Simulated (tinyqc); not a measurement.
## Trap density and scattering coefficient from 1/f noise

Inverse problem. f S = K0 (1 + ac mu Cox I/gm)^2 with K0 = q^2 Vt lt Nt/(W L Cox^2), Vt in eV and Nt per eV. Find K0, Nt and ac.

Values chosen for this exercise: temperature T = 400 K; gate length L = 40 nm; total gate width W = 10 um; gate capacitance Cox = 1.56 uF/cm^2; mobility mu = 130 cm^2/(V s); tunnelling length into the oxide lt = 0.1 nm.

Constants: q = 1.602176634e-19 C, kB = 1.380649e-23 J/K, Vt = kB T/q. Results are converted to the units shown.

I/gm at two biases (V): [0.0474780617, 0.391083366]
f S at these biases (V^2): [6.25449225e-10, 9.05427340e-10]

Answer. sqrt(f S) is linear in I/gm: the intercept is sqrt(K0), and slope over intercept is ac mu Cox.

K0 = 5.908e-10 V^2
Nt = 6.500e17 cm^-3 eV^-1
ac = 3000 V s/C

Program tinyqc, `OMP_NUM_THREADS=1 python tinyqc.py 2150004 2150005 out.jsonl`; Intel Xeon 2.30GHz, shared host, one thread, about 0.01 s.
